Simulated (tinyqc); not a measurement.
Cyclotron resonance of ellipsoidal valleys, Ge type: sweeps and comparisons. A value that a table varies takes the place of the one given here.

Valleys along [111], [-111], [1-11], [11-1], mass ml along the axis and mt across it. B lies in the (1-10) plane, b = (sin(theta)/sqrt2, sin(theta)/sqrt2, cos(theta)). For the angle phi between B and the axis, 1/mc^2 = cos^2(phi)/mt^2 + sin^2(phi)/(mt ml). Resonance: h nu = 2 muB B/mc, h = 2 pi hbar.

Constants: hbar = 6.58211957e-16 eV s; muB = 5.788381798e-05 eV/T.

Parameters, chosen for this exercise (near those of Ge; shifted at random, so the results belong to these values and not to a real crystal): ml = 1.661 m0 (longitudinal mass); mt = 0.078 m0 (transverse mass); ths = (0, 20, 35, 50, 65, 80, 90) degrees (angles); g1 = 13.35 (Luttinger gamma1); g2 = 4.23 (gamma2); g3 = 5.7 (gamma3); theta = 24 degrees (angle of B from [001] towards [110]); nu = 140 GHz (microwave frequency).

## Rotating the field

mc against theta; [-111] and [1-11] stay equal in this plane.

Cyclotron masses (m0):

| theta (degrees) | [111] | [-111] | [11-1] |
|---|---|---|---|
| 0 | 0.1292 | 0.1292 | 0.1292 |
| 20 | 0.0939 | 0.1363 | 0.2320 |
| 35 | 0.0826 | 0.1529 | 0.3599 |
| 50 | 0.0783 | 0.1848 | 0.2367 |
| 65 | 0.0792 | 0.2422 | 0.1470 |
| 80 | 0.0858 | 0.3280 | 0.1083 |
| 90 | 0.0944 | 0.3599 | 0.0944 |

What can be read from the table?

All valleys give one line at theta = 0, B along [001], with mc = 0.1292. The [111] valley reaches mt at 54.7 degrees, and [11-1] reaches its largest value sqrt(ml mt) = 0.3599 at 35.3 degrees, where B is perpendicular to it; the listed maximum of that branch is 0.3599. The pair [-111], [1-11] reaches the same value at 90 degrees.

## Heavy and light holes (cyclotron masses of warped hole bands)

E = c k^2 f(n) with f = g1 -/+ 2 sqrt(g2^2 + 3 (g3^2 - g2^2)(nx^2 ny^2 + ny^2 nz^2 + nz^2 nx^2)). For the orbit through k = 0 perpendicular to b = (sin(theta)/sqrt2, sin(theta)/sqrt2, cos(theta)), mc is the mean of 1/f over the directions n in that plane (180 evenly spaced angles). Quantum effects of the lowest levels are left out.

Cyclotron masses (m0):

| theta (degrees) | heavy | light |
|---|---|---|
| 0 | 0.2825 | 0.0436 |
| 20 | 0.3123 | 0.0429 |
| 35 | 0.3582 | 0.0420 |
| 50 | 0.3823 | 0.0415 |
| 65 | 0.3810 | 0.0416 |
| 80 | 0.3775 | 0.0420 |
| 90 | 0.3769 | 0.0421 |

What does this show?

The heavy mass varies by 35 % over the table, with its largest listed value at 50 degrees ([111] lies at 54.7) and its smallest at 0; the light mass varies by 4.9 %. The warping term enters both with the same size, but it is set against a small inverse mass in one and a large one in the other (along [111], g1 - 2 g3 = 1.95 and g1 + 2 g3 = 24.75).

## What each parameter does

Resonance fields B = h nu mc/(2 muB) of the valleys [111], [-111] and [11-1]. Each row changes one parameter from the base and keeps the others.

Results:

| case | [111] (T) | [-111] (T) | [11-1] (T) |
|---|---|---|---|
| base | 0.4501 | 0.6983 | 1.3514 |
| ml = 1.91 m0 | 0.4506 | 0.7033 | 1.4019 |
| mt = 0.086 m0 | 0.4959 | 0.7657 | 1.4503 |
| theta = 28 degrees | 0.4342 | 0.7187 | 1.5642 |
| nu = 154 GHz | 0.4951 | 0.7681 | 1.4866 |

How do the results move?

The largest shifts from the base row, up to three for each result and ties (the steps differ in size, so this ranks the rows, not the parameters). [111] (T): mt +0.0458, nu +0.0450, theta -0.0159. [-111] (T): nu +0.0698, mt +0.0674, theta +0.0204. [11-1] (T): theta +0.2128, nu +0.1351, mt +0.0988.

Run: tinyqc, `OMP_NUM_THREADS=1 python tinyqc.py 1251454 1251455 out.jsonl`; Intel(R) Xeon(R) Processor @ 2.30GHz, one thread, shared host; about 0.01 s of CPU time with all checks.
